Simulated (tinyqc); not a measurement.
# Short-channel transistor, virtual-source model with series resistance: what changes with what

The current per gate width is the charge at the top of the source barrier (the virtual source) times its velocity times a saturation function; al and be are fitting constants of the model. Units: I in uA/um, Rs in ohm um, so I Rs = 1e-6 I Rs in volts; Q in uC/cm^2, so I = 1e-4 Q vx0 Fsat with vx0 in cm/s.

Inputs (values chosen for the exercise): temperature T = 400 K; inversion capacitance Cinv = 2.85 uF/cm^2; velocity at the virtual source vx0 = 3.05e7 cm/s; apparent mobility mu = 240 cm^2/(V s); channel length L = 90 nm; threshold at zero drain voltage VT0 = 0.47 V; drain-induced barrier lowering dl = 0.058 V/V; subthreshold factor n0 = 1.18; growth of n with drain voltage nd = 0 1/V; threshold shift (in units of Vt) from weak to strong inversion al = 3.5; sharpness of saturation be = 1.4; series resistance of each contact Rs = 150 ohm um.

Constants: q = 1.602176634e-19 C, kB = 1.380649e-23 J/K, Vt = kB T/q. Results are converted to the units shown.

Each table varies one quantity; the others keep the values above.

## Supply voltage at a fixed off current

Intrinsic voltages Vg' = Vgs - I Rs, Vd' = Vds - 2 I Rs. n = n0 + nd Vd', VT = VT0 - dl Vd', Ff = 1/(1 + exp((Vg' - VT + al Vt/2)/(al Vt))), Q = Cinv n Vt ln(1 + exp((Vg' - VT + al Vt Ff)/(n Vt))), Vdsat = (vx0 L/mu)(1 - Ff) + Vt Ff, Fsat = u/(1 + u^be)^(1/be) with u = Vd'/Vdsat, and I = Q vx0 Fsat per width. I is solved self-consistently. For each supply Vdd, VT0 is set so that I(Vgs = 0, Vds = Vdd) = 100 nA/um; Ion = I(Vdd, Vdd); C = Cinv L + 0.67 fF/um of parasitic capacitance; delay C Vdd/Ion, energy C Vdd^2.

Supply voltage at a fixed off current:

| Vdd (V) | VT0 (V) | Ion (uA/um) | delay (ps) | energy (fJ/um) |
|---|---|---|---|---|
| 0.4 | 0.46857 | 109.42 | 11.826 | 0.51760 |
| 0.5 | 0.47514 | 244.48 | 6.6160 | 0.80875 |
| 0.6 | 0.48142 | 415.59 | 4.6705 | 1.1646 |
| 0.7 | 0.48754 | 609.09 | 3.7178 | 1.5852 |
| 0.8 | 0.49357 | 819.61 | 3.1576 | 2.0704 |
| 0.9 | 0.49954 | 1044.0 | 2.7889 | 2.6204 |
| 1 | 0.50547 | 1279.5 | 2.5284 | 3.2350 |
| 1.1 | 0.51137 | 1523.9 | 2.3352 | 3.9144 |

The VT0 needed rises from 0.469 to 0.511 V and Ion rises from 109 to 1520 uA/um. The delay falls from 11.8 to 2.34 ps, while the energy grows as Vdd^2. Going from 0.4 to 0.5 V changes the delay by -44 %, going from 1 to 1.1 V by -7.6 %.

## Effect of the velocity at the virtual source on the on and off currents

Same model as above.

Ion is I at Vgs = Vds = 0.75 V, Ioff at Vgs = 0, Vds = 0.75 V, and Rlin = Vds/I at Vgs = 0.75 V, Vds = 0.05 V.

Results:

| vx0 (cm/s) | Ion (uA/um) | Ioff (nA/um) | log10(Ion/Ioff) | Rlin (ohm um) |
|---|---|---|---|---|
| 5e6 | 348.66 | 27.088 | 4.1096 | 774.89 |
| 7.1e6 | 438.59 | 38.405 | 4.0577 | 763.04 |
| 1.4e7 | 609.83 | 75.318 | 3.9083 | 751.40 |
| 2e7 | 681.90 | 107.06 | 3.8041 | 748.44 |
| 2.8e7 | 733.72 | 148.81 | 3.6929 | 746.67 |
| 4e7 | 772.74 | 210.16 | 3.5655 | 745.48 |

Estimate the missing row, vx0 = 1e7 cm/s.

Computed row:

| vx0 (cm/s) | Ion (uA/um) | Ioff (nA/um) | log10(Ion/Ioff) | Rlin (ohm um) |
|---|---|---|---|---|
| 1e7 | 528.30 | 53.971 | 3.9907 | 755.86 |

With this row back in the table: As vx0 goes from 5e6 to 4e7 cm/s, Ion rises from 349 to 773 uA/um, Ioff rises from 27.1 to 210 nA/um and Rlin falls from 775 to 745 ohm um. Ion changes by a factor of 2.22 and Ioff by 7.76.

## Transfer curves at low and high drain voltage

Same model as above.

Columns for Vds = 0.05 V and 0.75 V; gm = dI/dVgs at 0.75 V.

Result of one run:

| Vgs (V) | I, low Vds (uA/um) | I, high Vds (uA/um) | gm (uS/um) |
|---|---|---|---|
| 0.47 | 27.77 | 280.7 | 1654 |

What becomes of these results when the gate voltage Vgs is changed from 0.47 to 0.75 V, all else the same?

Result of the changed run:

| Vgs (V) | I, low Vds (uA/um) | I, high Vds (uA/um) | gm (uS/um) |
|---|---|---|---|
| 0.75 | 66.99 | 744.5 | 1547 |

The whole series:

| Vgs (V) | I, low Vds (uA/um) | I, high Vds (uA/um) | gm (uS/um) |
|---|---|---|---|
| 0 | 0.03197 | 0.1617 | 3.764 |
| 0.09 | 0.1963 | 1.244 | 27.27 |
| 0.19 | 1.145 | 9.752 | 184.6 |
| 0.28 | 4.368 | 44.37 | 643.5 |
| 0.38 | 13.93 | 144.0 | 1326 |
| 0.47 | 27.77 | 280.7 | 1654 |
| 0.56 | 42.03 | 433.3 | 1707 |
| 0.66 | 56.00 | 601.1 | 1638 |
| 0.75 | 66.99 | 744.5 | 1547 |

At Vds = 0.75 V the current spans 3.7 decades, from 0.162 to 744 uA/um. Between the first two rows the swing is 102 mV a decade, against n Vt ln 10 = 93.7. At Vgs = 0 the higher drain voltage raises the current by a factor of 5.06, at Vgs = 0.75 V by 11.1. The transconductance goes from 3.76 through a maximum of 1710 (at Vgs = 0.56 V among the rows listed) to 1550 uS/um; Cinv vx0, its value in strong inversion and saturation without series resistance, is 8690 uS/um.

Numbers from tinyqc (`OMP_NUM_THREADS=1 python tinyqc.py 2380034 2380035 out.jsonl`; about 0.01 s on one thread of a shared Intel Xeon 2.30GHz).
